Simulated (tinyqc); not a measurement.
## Ideality, resistance and saturation current from three points

Inverse problem. Well above I0 a diode obeys V = n Vt ln(I/I0) + Rs I. Find n, Rs and I0.

Parameters, values chosen for the exercise: temperature T = 300 K.

Constants: q = 1.602176634e-19 C, kB = 1.380649e-23 J/K, Vt = kB T/q. Results are converted to the units shown.

I (A): [8.6e-5, 0.0011, 0.014]
V (V): [0.51970064, 0.60936573, 0.87717560]

Solution. The equation is linear in a = n Vt, Rs and c = -a ln I0; three points give a 3 x 3 system.

n = 1.130
Rs = 15.00 ohm
I0 = 1.688e-12 A

Program tinyqc, `OMP_NUM_THREADS=1 python tinyqc.py 2640147 2640148 out.jsonl`; Intel Xeon 2.30GHz, shared host, one thread, about 0.01 s.
